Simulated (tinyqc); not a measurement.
Floating body of a partially depleted SOI transistor: body voltage and kink: one step of the calculation.

Source at 0 V. Channel current Ic = 2 nf K Vt^2 [F(0) - F(Vd)](1 + la Vd), F(V) = ln^2(1 + exp((Vg - VT - nf V)/(2 nf Vt))), VT = VT0 - gb Vb. Saturation voltage Vs = 2 Vt sqrt(F(0)) + 3 Vt, excess Ve = (Vd - Vs + sqrt((Vd - Vs)^2 + 0.0004 V^2))/2, multiplication M1 = Ai Ve exp(-Bl/Ve). Each junction passes D(v) = J1 (exp(v/Vt) - 1) + J2 (exp(v/(2 Vt)) - 1). Bipolar current Ib = bb J1 (exp(Vb/Vt) - 1). The body settles where M1 (Ic + Ib) = D(Vb) + D(Vb - Vd) + Vb/Rb; drain current Id = (1 + M1)(Ic + Ib) - D(Vb - Vd).

Question. Drain current with floating and with grounded body. Id and VT at the converged Vb, Id at Vb = 0, their ratio, and the bipolar share Ib/(Ic + Ib).

Values chosen for this exercise; values of the order met in partially depleted silicon-on-insulator transistors:
- T = 330 K (temperature)
- VT0 = 0.5 V (threshold at zero body voltage)
- gb = 0.27 (fall of the threshold per volt of body voltage)
- nf = 1.32 (slope factor)
- K = 190 uA/(V^2 um) (gain factor per width)
- la = 0.04 1/V (channel-length modulation factor)
- Ai = 3.07 1/V (impact-ionisation prefactor)
- Bl = 5.7 V (impact-ionisation voltage)
- J1 = 1e-12 uA/um (diffusion saturation current of each junction)
- J2 = 2.5e-8 uA/um (recombination saturation current of each junction)
- bb = 0.5 (gain of the lateral bipolar transistor on the diffusion current)
- Rb = 1e9 kohm um (resistance of a weak body tie to the source (1e9 stands for no tie, and the term is then dropped))
- Vg = 0.78 V (gate voltage)
- Vd = 1.8 V (drain voltage)

Constants: q = 1.602176634e-19 C, kB = 1.380649e-23 J/K, Vt = kB T/q. Results are converted to the units shown.

converged Vb = 0.78866626 V

Give: VT; Id, floating; Id, grounded; ratio; bipolar share.

Answer.

VT = 0.2871 V
Id, floating = 20.44 uA/um
Id, grounded = 6.760 uA/um
ratio = 3.024
bipolar share = 2.869 %

The body rises to 0.789 V and lowers the threshold by 213 mV.

Range of the model: The multiplication law is an empirical form chosen for the exercise; self-heating and capacitive coupling to the body are left out, and the linear laws are rough once Vb passes about 0.7 V or M1 about 0.1.

Program tinyqc, `OMP_NUM_THREADS=1 python tinyqc.py 2182181 2182182 out.jsonl`; Intel Xeon 2.30GHz, shared host, one thread, about 0.2 s.
